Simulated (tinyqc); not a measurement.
Worked calculation: tight binding, dimerised chain. One step of it, computed by the program tinyqc.

Task: Bloch Hamiltonian at k. H_AA = +delta, H_BB = -delta, H_AB = -t1 - t2 exp(-i k a).

Parameters chosen for this model:
```
parameter,value,unit
t1,2.120000,"eV, inside the cell"
t2,1.030000,"eV, between cells"
delta,0,"eV, +/- on the two sites"
```

k point k (2 pi / a): 0.490000

Give: H(k) at k.

Result:

H(k) at k (eV):
```
,A,B
A,0.0000,-1.0920+0.0647i
B,-1.0920-0.0647i,0.0000
```
